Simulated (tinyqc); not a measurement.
Raman shift of the zone-centre optical phonon of a diamond-structure crystal under stress: one step, computed by the program tinyqc.

Axes x, y, z are the cube axes. Strain shifts the threefold optical mode and can split it; p, q and r are the phonon deformation potentials.

Problem. Heating mistaken for stress. A temperature above 300 K shifts the line by (d omega/dT)(T - 300 K); divided by the shift per stress it poses as a stress; the total shift adds it to the shift of the observed line. The anti-Stokes to Stokes ratio is [(omega_L + omega_0)/(omega_L - omega_0)]^3 exp(-h c omega_0/(k_B T)) in photon counts, omega_L = 1/wavelength, resonance effects left out.

Inputs (values chosen for the exercise, modelled on silicon):
```
quantity,value,unit
unstrained frequency omega_0,520.9,1/cm
temperature coefficient d omega/dT,-0.023,1/(cm K)
local temperature T,520,K
laser wavelength,364,nm
```

Stress state: uniaxial. Axis: [110].

shift per stress = -2.284726 1/(cm GPa)

shift of the observed line = 0.6168761 1/cm

Constants: h = 6.62607015e-34 J s; c = 299792458 m/s; k_B = 1.380649e-23 J/K.

Give: thermal shift; apparent stress from heating; total shift; anti-Stokes/Stokes ratio.

Solution.

thermal shift = -5.06 1/cm

apparent stress from heating = 2.215 GPa

total shift = -4.443 1/cm

anti-Stokes/Stokes ratio = 0.2651
